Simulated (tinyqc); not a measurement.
Tunnelling through a gate dielectric, WKB transmission and Tsu-Esaki current: two steps of the calculation.

Electrons leave the emitter at x = 0. Energies E (motion across the layers) are in eV from the emitter Fermi level; the collector Fermi level lies at -V and offers states at every E. No charge in the dielectric and no image force: F1 = V/t1, U = phi1 - F1 x. With C = hbar^2/(2 m0), kappa = sqrt(m (U - E)/C) where U > E and 0 elsewhere; T(E) = exp(-S), S = 2 times the integral of kappa over x.

Values chosen for this exercise; dielectric values close to those of silicon dioxide: temperature T = 350 K; Fermi energy of the emitter above its band bottom Ef = 0.27 eV; emitter mass in the supply function me = 1 m0; barrier of layer 1 above the emitter Fermi level at zero bias phi1 = 3.21 eV; tunnelling mass of layer 1 m1 = 0.51 m0; thickness of layer 1 t1 = 6.5 nm; voltage across the dielectric V = 6.4 V; energy of the electron followed E = 0 eV; lower end of the energy grid Ea = -0.27 eV; upper end of the energy grid Eb = 0.45 eV; points of the energy grid nE = 11.

Constants: q = 1.602176634e-19 C, kB = 1.380649e-23 J/K, hbar = 1.054571817e-34 J s, m0 = 9.1093837015e-31 kg, Vt = kB T/q, hbar^2/(2 m0) = 0.0380998212 eV nm^2. Results are converted to the units shown.

Question 1. WKB exponent in closed form. Each layer adds (2/F) sqrt(m/C) [G(u at its left edge) - G(u at its right edge)] to S, with u = U - E (0 where negative) and G(u) = (2/3) u^1.5. The slope follows from 1/d = -dS/dE.

Wanted: S; T(E); energy d over which T(E) grows by a factor e.

Answer 1.

S = 28.49
T(E) = 4.219e-13
energy d over which T(E) grows by a factor e = 0.07510 eV

The midpoint rule gives S = 27.699, so its T(E) is 2.22 times this value. The band edge of layer 1 drops below E inside the layer: the barrier there is triangular (the Fowler-Nordheim case).

Question 2. Current density on a coarse energy grid. J = J0 times the integral of T(E) N(E) dE, N = ln[(1 + exp(-E/Vt))/(1 + exp((-E - V)/Vt))], J0 = q^2 me m0 kB T/(2 pi^2 hbar^3) (times 1e-4 for A/cm^2 per eV), by Simpson's rule on nE equally spaced points from Ea to Eb.

Find: E; T(E); N; T(E) N; J0; J.

Answer 2.

```
point    E (eV)        T(E)          N      T(E) N
0      -0.27000  1.0753e-14     8.9522  9.6262e-14
1      -0.19800  2.9026e-14     6.5662  1.9059e-13
2      -0.12600  7.7536e-14     4.1928  3.2510e-13
3      -0.05400  2.0495e-13     1.9448  3.9858e-13
4       0.01800  5.3599e-13    0.43862  2.3510e-13
5       0.09000  1.3867e-12   0.049351  6.8436e-14
6       0.16200  3.5488e-12  0.0046376  1.6458e-14
7       0.23400  8.9821e-12  4.2703e-4  3.8356e-15
8       0.30600  2.2482e-11  3.9245e-5  8.8230e-16
9       0.37800  5.5638e-11  3.6061e-6  2.0064e-16
10      0.45000  1.3613e-10  3.3135e-7  4.5105e-17
```

J0 = 4.8809e8 A/(cm^2 eV)
J = 4.5661e-5 A/cm^2

The integrand peaks at E = -0.0540 eV among these points.

tinyqc, about 0.02 s, one thread, Intel Xeon 2.30GHz (shared host): `OMP_NUM_THREADS=1 python tinyqc.py 2540112 2540113 out.jsonl`
